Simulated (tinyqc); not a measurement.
Inside a calculation. Model: modulation-doped quantum well, Poisson-Schroedinger loop.

Program tinyqc, `OMP_NUM_THREADS=1 python tinyqc.py 2140040 2140041 out.jsonl`; Intel Xeon 2.30GHz, shared host, one thread, about 0.2 s. Printed values are rounded.

A well of width L centred at z = 0 between barriers Vb; effective-mass electrons, parabolic bands. The electrons come from donor sheets outside the mesh, a share fL of Ns on the left and the rest on the right, so the structure is neutral. Energies are counted from the band edge of the well, with U = 0 on the first node in the Hartree part.

Values chosen for this exercise; material values those of a made-up well:
- T = 400 K (temperature)
- md = 0.0677 m0 (in-plane mass)
- Vb = 0.134 eV (barrier height)
- eps_r = 12.4 (relative permittivity (all layers))
- L = 19 nm (well width)
- hz = 1.9 nm (mesh step)
- Ns = 1.7e12 cm^-2 (sheet density of electrons)
- fL = 0.5 (share of the donors on the left side)
- Fz = 19 kV/cm (applied field along z)
- a = 0.5 (mixing factor)

Constants: q = 1.602176634e-19 C, kB = 1.380649e-23 J/K, hbar = 1.054571817e-34 J s, m0 = 9.1093837015e-31 kg, Vt = kB T/q, eps0 = 8.8541878128e-14 F/cm where lengths are in cm, hbar^2/(2 m0) = 0.0380998212 eV nm^2. Results are converted to the units shown.

Range of the model: The highest level kept or the Fermi level comes near the barrier edge at an end of the mesh, so the hard walls there affect the result. The highest level kept holds over 3 % of the electrons, so higher levels would take a share too.

## Fixed part of the potential

```
node,z (nm)
1,-14.25
2,-12.35
3,-10.45
4,-8.55
5,-6.65
6,-4.75
7,-2.85
8,-0.95
9,0.95
10,2.85
11,4.75
12,6.65
13,8.55
14,10.45
15,12.35
16,14.25
```

V0 = 0 in the well and Vb outside, plus q Fz z (1 kV/cm = 1e-4 eV/nm).

```
node,fixed potential V0 (eV)
1,0.106925
2,0.110535
3,0.114145
4,-0.016245
5,-0.012635
6,-0.009025
7,-0.005415
8,-0.001805
9,0.001805
10,0.005415
11,0.009025
12,0.012635
13,0.016245
14,0.153855
15,0.157465
16,0.161075
```

## Round 1: levels and probability densities

```
node,self-consistent potential U at the start (eV)
1,0
2,0
3,0
4,0
5,0
6,0
7,0
8,0
9,0
10,0
11,0
12,0
13,0
14,0
15,0
16,0
```

mass on the intervals 1/2, 3/2, ... (mean of both at an interface) (m0): [0.0791, 0.0791, 0.0791, 0.0708, 0.0625, 0.0625, 0.0625, 0.0625, 0.0625, 0.0625, 0.0625, 0.0625, 0.0625, 0.0708, 0.0791, 0.0791, 0.0791]

Tridiagonal Hamiltonian with psi = 0 one step beyond both ends: H_ii = C (1/m_(i-1/2) + 1/m_(i+1/2))/hz^2 + V0_i + U_i, H_(i,i+1) = -C/(m_(i+1/2) hz^2), C = hbar^2/(2 m0). The lowest 2 level(s) are kept, normalised to hz sum |psi|^2 = 1.

levels (eV): E1 0.0078822, E2 0.0404885

```
node,|psi|^2 of E1 (1/nm),|psi|^2 of E2 (1/nm)
1,0.0001743,0.0005342
2,0.0013111,0.0033335
3,0.0075818,0.0150480
4,0.0378967,0.0582758
5,0.0685600,0.0702848
6,0.0883246,0.0421969
7,0.0916838,0.0073090
8,0.0809679,0.0033262
9,0.0624901,0.0347431
10,0.0426073,0.0742109
11,0.0255471,0.0911174
12,0.0130726,0.0756542
13,0.0051919,0.0411604
14,0.0007953,0.0077665
15,0.0001012,0.0012111
16,0.0000102,0.0001436
```

## Round 1: Fermi level and occupations

Level k holds N_k = D_k Vt ln(1 + exp((EF - E_k)/Vt)) with D = md m0 q/(pi hbar^2) per eV (spin included); EF is fixed by sum N_k = Ns.

EF = 0.0339504 eV
N_k (cm^-2): E1 1.11239e12, E2 5.87612e11

## Round 1: density, output potential and mixing

n_i = sum_k N_k |psi_k|^2 (converted to cm^-3). Hartree part by Gauss: on the interval after node i the enclosed sheet charge is S_i = fL Ns - hz sum_(j<=i) n_j, and U_(i+1) = U_i + q S_i hz/(eps0 eps_r) in eV, U_1 = 0. Mixing: U(new) = U + a (U(out) - U).

```
node,n (1e18 cm^-3),U(out) (eV),U after round 1 (eV)
1,0.00508,0.000000,0.0000000
2,0.03417,0.023541,0.0117703
3,0.17276,0.046901,0.0234507
4,0.76399,0.069352,0.0346760
5,1.17566,0.087778,0.0438889
6,1.23047,0.100010,0.0500051
7,1.06283,0.105760,0.0528802
8,0.92022,0.105912,0.0529559
9,0.89929,0.101215,0.0506077
10,0.91003,0.091782,0.0458908
11,0.81960,0.077554,0.0387768
12,0.58997,0.059008,0.0295040
13,0.29962,0.037354,0.0186772
14,0.05448,0.014122,0.0070612
15,0.00824,-0.009396,-0.0046982
16,0.00096,-0.032959,-0.0164794
```

## Round 2: levels and probability densities

As before.

levels (eV): E1 0.0538311, E2 0.0769944

```
node,|psi|^2 of E1 (1/nm),|psi|^2 of E2 (1/nm)
1,0.0004347,0.0010200
2,0.0024997,0.0050465
3,0.0109837,0.0180269
4,0.0452624,0.0602402
5,0.0694012,0.0668014
6,0.0777909,0.0405905
7,0.0746128,0.0103049
8,0.0661001,0.0002623
9,0.0561523,0.0172729
10,0.0461561,0.0517677
11,0.0359110,0.0835273
12,0.0247741,0.0903203
13,0.0130864,0.0625111
14,0.0026186,0.0149421
15,0.0004668,0.0031762
16,0.0000650,0.0005055
```

## Round 2: Fermi level and occupations

As before.

EF = 0.0759864 eV
N_k (cm^-2): E1 1.03846e12, E2 6.61536e11

## Round 2: density, output potential and mixing

As before.

```
node,n (1e18 cm^-3),U(out) (eV),U after round 2 (eV)
1,0.01126,0.000000,0.0000000
2,0.05934,0.023508,0.0176392
3,0.23332,0.046704,0.0350771
4,0.86854,0.068670,0.0516730
5,1.16262,0.086061,0.0649749
6,1.07635,0.097327,0.0736661
7,0.84300,0.102923,0.0779016
8,0.68816,0.104078,0.0785169
9,0.69739,0.101608,0.0761077
10,0.82178,0.095464,0.0706772
11,0.92549,0.084990,0.0618836
12,0.85477,0.069642,0.0495728
13,0.54943,0.049790,0.0342336
14,0.12604,0.027044,0.0170526
15,0.02586,0.003634,-0.0005322
16,0.00402,-0.019912,-0.0181959
```

## Course of the self-consistent loop

Start from U = 0. Stop when the largest |U(out) - U| is below 1e-7 eV, or after 120 rounds.

Course of the iteration:
```
round,level E1 (eV),EF (eV),largest |U(out) - U| (eV)
1,0.00788219,0.0339504,0.106
2,0.0538311,0.0759864,0.0511
3,0.0762461,0.0972485,0.0217
4,0.0860859,0.106673,9.51e-3
5,0.0905151,0.110963,4.32e-3
6,0.0925344,0.112936,2.01e-3
7,0.0934706,0.113858,9.50e-4
8,0.0939104,0.114294,4.55e-4
9,0.0941192,0.114501,2.20e-4
...,...,...,...
12,0.0942907,0.114673,2.52e-5
13,0.0943021,0.114684,1.23e-5
14,0.0943076,0.114690,6.01e-6
15,0.0943103,0.114693,2.94e-6
16,0.0943116,0.114694,1.44e-6
17,0.0943123,0.114695,7.04e-7
18,0.0943126,0.114695,3.45e-7
19,0.0943127,0.114695,1.69e-7
20,0.0943128,0.114695,8.28e-8
```

Converged in 20 rounds. Towards the end the residual shrinks by a factor of about 0.49 a round.

## Converged levels, occupations and centroid

```
node,converged U (eV)
1,0.0000000
2,0.0234286
3,0.0462913
4,0.0674552
5,0.0833125
6,0.0929058
7,0.0972751
8,0.0978605
9,0.0954923
10,0.0901157
11,0.0809907
12,0.0672227
13,0.0485880
14,0.0263365
15,0.0030899
16,-0.0204237
```

Solve for the levels with V0 + U, find EF, n_i = sum_k N_k |psi_k|^2 (in cm^-3); share of each level N_k/Ns; centroid sum n z/sum n.

levels (eV): E1 0.094313, E2 0.113404
EF = 0.114695 eV
shares (%): E1 59.1702, E2 40.8298

```
node,n (1e18 cm^-3)
1,0.02635
2,0.10742
3,0.32248
4,1.00731
5,1.18908
6,0.99164
7,0.71827
8,0.56068
9,0.57105
10,0.71156
11,0.88134
12,0.92383
13,0.68656
14,0.18889
15,0.05069
16,0.01022
```

centroid = -0.823276 nm

With 400 intervals across the well and the same walls, E2 - E1 = 19.90 meV and EF - E1 = 20.74 meV; this mesh gives 19.09 and 20.38 meV.
